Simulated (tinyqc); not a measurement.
Comparisons within one model: optical transitions of a finite quantum well. A value that a table varies takes the place of the one given here.

Each carrier sees a square well of width L with its own depth V and masses m (inside), mb (outside); c = hbar^2/2m0, k = sqrt(m E/c), kappa = sqrt(mb (V - E)/c), and level n solves k L + 2 atan[(k/m)/(kappa/mb)] = n pi. The envelope is cos(kz) for odd n and sin(kz) for even n inside, joins exp(-kappa (|z| - L/2)) outside, and is normalised to 1. Excitons and band mixing are left out.

Constants: hbar^2/2m0 = 3.80998211 eV angstrom^2; e^2/(4 pi eps0) = 14.39964547 eV angstrom; hc = 1239.841984 eV nm.

Parameters, chosen for this exercise (near those of a GaAs well in AlGaAs; the results hold for these values, not for the real material): L = 150 angstrom (well width); Vc = 0.178 eV (conduction offset); me = 0.0682 m0 (electron, well); meb = 0.0853 m0 (electron, barrier); eps = 11.2 (background dielectric constant); Nss = (0.09, 0.23, 0.45, 0.9, 1.4, 1.8, 2.7) x 1e12/cm^2 (sheet densities); Eg = 1.52 eV (gap of the well); Vv = 0.096 eV (valence offset); mh = 0.346 m0 (heavy hole along z, well); mhb = 0.38 m0 (heavy hole, barrier); ml = 0.092 m0 (light hole along z, well); mlb = 0.1055 m0 (light hole, barrier); Ls = (32, 49, 60, 72, 89, 126, 190) angstrom (widths).

## Depolarisation shift

The collective line lies at E12 sqrt(1 + a), a = 8 pi q (n1 - n2) S/(eps E12), q = e^2/(4 pi eps0), S = integral over z of (integral up to z of psi_1 psi_2)^2. Zero temperature with the mass me in both subbands: n1 - n2 = Ns until Ns reaches D E12, D = me/(2 pi c), and D E12 beyond. 1e12/cm^2 = 1e-4/angstrom^2; exchange and the static band bending by the charge are left out.

Line position:
```
Ns (1e12/cm^2)  n1 - n2       a  line (meV)  shift (meV)
0.090             0.090  0.0690       46.64         1.53
0.23              0.230  0.1764       48.93         3.82
0.45              0.450  0.3451       52.32         7.21
0.90              0.900  0.6903       58.65        13.54
1.4               1.285  0.9856       63.56        18.46
1.8               1.285  0.9856       63.56        18.46
2.7               1.285  0.9856       63.56        18.46
```

S = 10.707 angstrom
E12 = 45.11 meV

What can be read from the table?

The upward shift grows from 1.53 to 18.46 meV, 40.9 % of E12 at most. It stops moving once e2 starts to fill, at Ns = 1.29 e12/cm^2. For small a the shift is a E12/2, linear in Ns; in the last row that rule gives 22.23 meV. S/L = 0.0714, against 5/(9 pi^2) = 0.0563 for hard walls.

## Width of the well

Edge wavelength hc/(Eg + e1 + hh1), squared e1-hh1 overlap, lh1 - hh1, and the 1-2 intersubband energy with f_12 = (m1/c) E12 z_12^2, 1/m1 = <1|1/m|1> (dash: e2 unbound).

Results:
```
L (angstrom)  edge (nm)  overlap^2  lh1 - hh1 (meV)  E12 (meV)   f_12
32                749.6     0.9338             26.2          -      -
49                770.8     0.9587             22.9          -      -
60                779.8     0.9679             20.0      121.2  0.592
72                786.9     0.9747             17.1      112.0  0.939
89                793.9     0.9811             13.8       91.6  0.985
126               802.5     0.9886              9.0       58.4  0.978
190               808.9     0.9941              5.0       31.1  0.967
```

What does this show?

The edge tunes from 750 to 809 nm, towards hc/Eg = 816 nm, while the overlap goes from 0.934 to 0.994. e2 binds at L = pi sqrt(c/(me Vc)) = 55.7 angstrom; f_12 starts from zero there and is 0.592 at 60 angstrom, the rest going to the continuum; among the widths listed it peaks at 0.985 (89 angstrom) and is 0.967 in the widest well, against 0.961 for hard walls.

## What each parameter does

Edge wavelength hc/(Eg + e1 + hh1), squared overlap of e1 and hh1, and the confinement energies. Each row changes one parameter from the base and keeps the others.

Results:
```
case              edge (nm)  overlap^2  e1 (meV)  hh1 (meV)
base                  805.6     0.9913      15.3        3.6
L = 165 angstrom      807.1     0.9925      13.1        3.1
Eg = 1.55 eV          790.2     0.9913      15.3        3.6
Vc = 0.151 eV         805.9     0.9876      14.7        3.6
Vv = 0.115 eV         805.6     0.9889      15.3        3.7
me = 0.075 m0         806.1     0.9937      14.4        3.6
mh = 0.398 m0         805.8     0.9885      15.3        3.3
meb = 0.1024 m0       805.9     0.9899      14.7        3.6
```

What can be read from the table?

The largest shifts from the base row, up to three for each result and ties (the steps differ in size, so this ranks the rows, not the parameters). edge (nm): Eg -15.4, L +1.4, me +0.4; unchanged at the printed digits by Vv. overlap^2: Vc -0.0037, mh -0.0028, Vv -0.0024; unchanged at the printed digits by Eg. e1 (meV): L -2.1, me -0.9, meb -0.5, Vc -0.5; unchanged at the printed digits by Eg, Vv and mh. hh1 (meV): L -0.6, mh -0.4, Vv +0.1; unchanged at the printed digits by Eg, Vc, me and meb.

Computed by tinyqc, a small Python program: `OMP_NUM_THREADS=1 python tinyqc.py 1280882 1280883 out.jsonl` (the numbers bound the seed that draws the inputs); one thread of a shared host (Intel(R) Xeon(R) Processor @ 2.30GHz), about 0.05 s for the whole set of steps.
